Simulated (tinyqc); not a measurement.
Free-carrier optics of a doped semiconductor (Drude model with one polar phonon): sweeps and comparisons. A value that a table varies takes the place of the one given here.

eps(E) = ei [1 - Ep^2/(E^2 + i E Gam)] + (es - ei) wT^2/(wT^2 - E^2 - i E gT), with Ep^2 = 8 pi c (e^2/(4 pi eps0)) N/(m ei), c = hbar^2/2m0, N in 1/angstrom^3 (1e-24 per 1/cm^3); Gam = hbar/tau, tau = mu m m0/e with m0/e = 5.685630e-12 kg/C and mu in m^2/(V s). Energies in meV.

n + i k = sqrt(eps1 + i eps2) with k >= 0; R = ((n - 1)^2 + k^2)/((n + 1)^2 + k^2) at normal incidence from vacuum; alpha = 2 E k/(hbar c), times 1e8 for 1/cm; loss function Im(-1/eps) = eps2/(eps1^2 + eps2^2).

Constants: hbar^2/2m0 = 3.80998211 eV angstrom^2; e^2/(4 pi eps0) = 14.39964547 eV angstrom; hbar = 6.58211957e-16 eV s; hbar c = 1973.269805 eV angstrom.

Values chosen for the exercise (mass and dielectric values near those of InP; N and mu are free inputs; interband absorption and the rise of the mass with filling are left out; shifted at random, so the results belong to these values and not to a real crystal): m = 0.078 m0 (conductivity mass); ei = 9.53 (high-frequency dielectric constant); wT = 37.1 meV (TO phonon); es = 12.58 (static dielectric constant); N = 3.7e+18 1/cm^3 (carrier density); mu = 1400 cm^2/(V s) (mobility); gT = 0.5 meV (phonon damping); E = 46.4 meV (photon energy).

## The coupled modes against doping

L-, L+ solve E^4 - (wL^2 + Ep^2) E^2 + Ep^2 wT^2 = 0, wL = wT sqrt(es/ei); damping left out; energies in meV.

Modes:

| N (1/cm^3) | Ep | L- | L+ | Ep sqrt(ei/es) |
|---|---|---|---|---|
| 3.0e+16 | 7.46 | 6.47 | 42.79 | 6.49 |
| 1.0e+17 | 13.62 | 11.70 | 43.19 | 11.85 |
| 3.0e+17 | 23.59 | 19.63 | 44.59 | 20.53 |
| 6.0e+17 | 33.36 | 26.10 | 47.42 | 29.04 |
| 1.0e+18 | 43.07 | 30.53 | 52.35 | 37.49 |
| 2.0e+18 | 60.91 | 34.25 | 65.98 | 53.01 |
| 4.0e+18 | 86.14 | 35.84 | 89.18 | 74.97 |
| 1.0e+19 | 136.20 | 36.63 | 137.93 | 118.54 |
| 3.0e+19 | 235.90 | 36.95 | 236.85 | 205.32 |

wL = 42.63 meV

At low density L- follows Ep sqrt(ei/es) (6.47 against 6.49), a plasmon screened by the lattice, and L+ starts at wL. At the highest density L- has come within 0.15 meV of wT, since the carriers screen the field that lifts wL, and L+ is within 0.96 meV of Ep. The branches are closest, 21.32 meV, at 6e+17 1/cm^3 of those listed. The mass is held fixed, while in a real band it rises with filling.

## Reflectance across the plasma edge

Spectrum:

| E (meV) | eps1 | eps2 | R | alpha (1/cm) |
|---|---|---|---|---|
| 8.3 | -348.06 | 460.86 | 0.929 | 1.81e+04 |
| 24.9 | -74.23 | 38.11 | 0.903 | 2.24e+04 |
| 41.4 | -38.67 | 9.93 | 0.925 | 2.63e+04 |
| 58.0 | -11.40 | 3.47 | 0.854 | 2.01e+04 |
| 70.4 | -4.55 | 1.95 | 0.738 | 1.55e+04 |
| 82.8 | -0.62 | 1.21 | 0.321 | 8.35e+03 |
| 91.1 | 1.15 | 0.91 | 0.038 | 3.67e+03 |
| 103.6 | 3.05 | 0.62 | 0.079 | 1.85e+03 |
| 124.3 | 5.03 | 0.36 | 0.148 | 1.01e+03 |
| 165.7 | 7.00 | 0.15 | 0.204 | 483 |
| 248.5 | 8.40 | 0.05 | 0.237 | 197 |
| 414.2 | 9.12 | 0.01 | 0.253 | 68.0 |

Ep = 82.8 meV and Gam = 10.6 meV. R is 0.929 at the lowest energy and lowest, 0.038, at 91.1 meV of those listed; without damping and phonon it would vanish at Ep sqrt(ei/(ei - 1)) = 87.6 meV. At the highest energy R is 0.253, against 0.261 for ei alone. Between the last two rows alpha goes as E^-2.08, where the Drude limit far above Ep and Gam is E^-2. Inside the metallic range the phonon cuts a dip in R near L-, below wT = 37.1 meV, which the rows may miss.

## Free-carrier absorption and index change in the near infrared

At the wavelengths listed E = hc/lambda (hc = 1239.841984 eV nm). Approximate forms: alpha = ei Ep^2 Gam/(E^2 sqrt(ei) hbar c) and dn = -sqrt(ei) Ep^2/(2 E^2). The phonon term is left out here.

Free carriers:

| lambda (micrometre) | E (meV) | alpha (1/cm) | alpha, approximate | dn | dn, approximate |
|---|---|---|---|---|---|
| 1.31 | 946.4 | 12.8 | 12.7 | -0.0118 | -0.0118 |
| 1.55 | 799.9 | 17.9 | 17.8 | -0.0166 | -0.0166 |
| 2.00 | 619.9 | 29.9 | 29.6 | -0.0277 | -0.0276 |
| 3.00 | 413.3 | 68.0 | 66.6 | -0.0626 | -0.0620 |
| 5.00 | 248.0 | 196 | 185 | -0.177 | -0.172 |
| 8.00 | 155.0 | 558 | 474 | -0.475 | -0.441 |
| 10.60 | 117.0 | 1.16e+03 | 832 | -0.897 | -0.774 |

At 1.55 micrometre alpha = 17.9 1/cm and dn = -0.0166; a phase shift of pi needs a length lambda/(2 |dn|) = 46.7 micrometre, over which the loss is 0.36 dB. The approximate alpha is within 5 % up to 3 micrometre of the wavelengths listed; it needs photon energies well above both Ep and Gam, which lie at 15.0 and 117.0 micrometre. Interband and intervalley absorption are left out.

## What moves the optical constants

At the energy E. Each row changes one parameter from the base and keeps the others.

Results:

| case | Ep (meV) | Gam (meV) | R | alpha (1/cm) |
|---|---|---|---|---|
| base | 82.84 | 10.60 | 0.9038 | 2.36e+04 |
| N = 5.55e+18 1/cm^3 | 101.46 | 10.60 | 0.9259 | 2.97e+04 |
| m = 0.0936 m0 | 75.63 | 8.83 | 0.9075 | 2.13e+04 |
| mu = 840 cm^2/(V s) | 82.84 | 17.67 | 0.8475 | 2.28e+04 |
| ei = 10.01 | 80.83 | 10.60 | 0.8970 | 2.30e+04 |
| E = 55.7 meV | 82.84 | 10.60 | 0.8660 | 2.08e+04 |

The largest shifts from the base row, up to three for each result and ties (the steps differ in size, so this ranks the rows, not the parameters). Ep (meV): N +18.62, m -7.22, ei -2.01; unchanged at the printed digits by mu and E. Gam (meV): mu +7.07, m -1.77; unchanged at the printed digits by N, ei and E. R: mu -0.0563, E -0.0378, N +0.0221. alpha (1/cm): N +6.07e+03, E -2.84e+03, m -2.27e+03.

Program tinyqc; command `OMP_NUM_THREADS=1 python tinyqc.py 1650742 1650743 out.jsonl`; about 0.01 s on one thread of a shared Intel(R) Xeon(R) Processor @ 2.30GHz.
